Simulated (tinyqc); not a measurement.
# Electron mobility in a silicon inversion layer, empirical terms and Matthiessen rule: effect of the charge at the interface

Inversion layer of sheet density Ns on a uniformly doped body. The mobility terms are empirical power laws with prefactors chosen for the exercise; adding their inverses (Matthiessen) is itself an approximation.

ni = sqrt(Nc Nv) exp(-Eg/(2 Vt)), Eg in volts; Ndep = sqrt(2 eps0 eps_r Nb (2 Vt ln(Nb/ni) + Vsb)/q); E = q (Ndep + eta Ns)/(eps0 eps_r), in MV/cm. With t = T/(300 K): muC = Ac (Ns/1e12 cm^-2) t/(Nb/1e17 cm^-3 + Nit/1e11 cm^-2), muP = Ap E^(-1/3) t^(-1.75), muS = As E^(-gs); 1/mu is the sum of the inverses.

Inputs (values chosen for the exercise); material values close to those of silicon: temperature T = 300 K; band gap Eg = 1.1 eV; relative permittivity of the semiconductor eps_r = 11.6; conduction-band density of states at T Nc = 2.79e19 cm^-3; valence-band density of states at T Nv = 2.66e19 cm^-3; body doping Nb = 1e17 cm^-3; reverse body bias Vsb = 0.6 V; weight of the inversion charge in the effective field eta = 0.5; phonon-limited mobility at 1 MV/cm and 300 K Ap = 405 cm^2/(V s); roughness-limited mobility at 1 MV/cm As = 919 cm^2/(V s); exponent of the roughness term gs = 2; Coulomb prefactor Ac = 1900 cm^2/(V s); inversion density Ns = 7.2e11 cm^-2.

Constants: q = 1.602176634e-19 C, kB = 1.380649e-23 J/K, Vt = kB T/q, eps0 = 8.8541878128e-14 F/cm where lengths are in cm. Results are converted to the units shown.

The same in every row: E (MV/cm) = 0.2659; muP (cm^2/(V s)) = 629.8; muS (cm^2/(V s)) = 1.300e4.

Effect of the charge at the interface:
```
Nit (cm^-2)  muC (cm^2/(V s))  mu (cm^2/(V s))
1e10                     1244            405.1
3.2e10                   1036            380.3
1e11                    684.0            319.8
3.2e11                  325.7            211.2
1e12                    124.4            103.0
3.2e12                  41.45            38.78
1e13                    13.54            13.25
```

What does the comparison show?

As Nit goes from 1e10 to 1e13 cm^-2, E stays at 0.266 MV/cm and mu falls from 405 to 13.2 cm^2/(V s). The smallest term is the phonon one in the first row and the Coulomb one in the last.

Program tinyqc, `OMP_NUM_THREADS=1 python tinyqc.py 2510142 2510143 out.jsonl`; Intel Xeon 2.30GHz, shared host, one thread, about 0.01 s.
